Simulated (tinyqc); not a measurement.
Gate voltage from the surface potential.

Problem. At the source end, Vgs + Vsb - Vfb - psi = gamma sqrt(G), G = psi - Vt + Vt exp((psi - 2 phiF - Vsb)/Vt), and the voltage over the insulator is gamma sqrt(G). Find that voltage and Vgs.

Values chosen for this exercise:
```
symbol,value,unit,meaning
T,300,K,temperature
Vfb,-0.98,V,flat-band voltage
Vsb,0,V,source-body reverse bias
```

Constants: q = 1.602176634e-19 C, kB = 1.380649e-23 J/K, Vt = kB T/q. Results are converted to the units shown.

psi = 0.80972445 V
phiF = 0.42996252 V
gamma = 0.62005855 V^0.5

Solution. In this direction the relation is explicit: no iteration is needed.

voltage over the insulator = 0.5503 V
Vgs = 0.3800 V

tinyqc, about 0.05 s, one thread, Intel Xeon 2.30GHz (shared host): `OMP_NUM_THREADS=1 python tinyqc.py 2360057 2360058 out.jsonl`
